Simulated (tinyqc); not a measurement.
Long-channel MOSFET, surface-potential model: two steps of the calculation.

n-channel transistor on a uniformly doped p-type body, gradual-channel approximation, constant mobility, Boltzmann statistics, full ionisation. Potentials are counted from the neutral body; V is the electron quasi-Fermi potential, Vsb at the source and Vsb + Vds at the drain. Charges are magnitudes per area.

Inputs (values chosen for the exercise); material values those of a made-up semiconductor:
- T = 325 K (temperature)
- Eg = 1 eV (band gap)
- eps_r = 9.62 (relative permittivity of the semiconductor)
- Nc = 2.41e19 cm^-3 (conduction-band density of states at T)
- Nv = 2.71e19 cm^-3 (valence-band density of states at T)
- Na = 3.2e17 cm^-3 (acceptor density of the body)
- eox = 4.06 (relative permittivity of the gate insulator)
- tox = 4.4 nm (insulator thickness)
- Vfb = -0.64 V (flat-band voltage)
- Vsb = 2 V (source-body reverse bias)
- Vgs = 1.6 V (gate-source voltage)

Constants: q = 1.602176634e-19 C, kB = 1.380649e-23 J/K, Vt = kB T/q, eps0 = 8.8541878128e-14 F/cm where lengths are in cm. Results are converted to the units shown.

Question 1. Body potential, insulator capacitance and body factor. ni = sqrt(Nc Nv) exp(-Eg/(2 Vt)), Eg in volts; phiF = Vt ln(Na/ni); Cox = eps0 eox/tox; gamma = sqrt(2 q eps0 eps_r Na)/Cox. VT = Vfb + 2 phiF + gamma sqrt(2 phiF + Vsb), m = 1 + gamma/(2 sqrt(2 phiF + Vsb)).

Give: ni; phiF; Cox; gamma; VT; m.

Answer 1.

ni = 4.508e11 cm^-3
phiF = 0.3773 V
Cox = 0.8170 uF/cm^2
gamma = 0.3617 V^0.5
VT = 0.7150 V
m = 1.109

Question 2. Surface potential at the source by Newton steps. With V = Vsb: G = psi - Vt + Vt e, e = exp((psi - 2 phiF - Vsb)/Vt); f = Vgs + Vsb - Vfb - psi - gamma sqrt(G); f' = -1 - gamma (1 + e)/(2 sqrt(G)); psi(new) = psi - f/f'.

psi at the start (the smaller of 2 phiF + Vsb + 4 Vt and the root without inversion charge) = 2.8666700 V
phiF = 0.37732366 V
gamma = 0.36173039 V^0.5

Give: G; f; f'; psi after iteration 1.

Answer 2.

G = 4.368 V
f = 0.6174 V
f' = -5.811
psi after iteration 1 = 2.973 V

Computed by the program tinyqc: `OMP_NUM_THREADS=1 python tinyqc.py 2360053 2360054 out.jsonl`, one thread of a shared Intel Xeon 2.30GHz, about 0.03 s for the whole run.
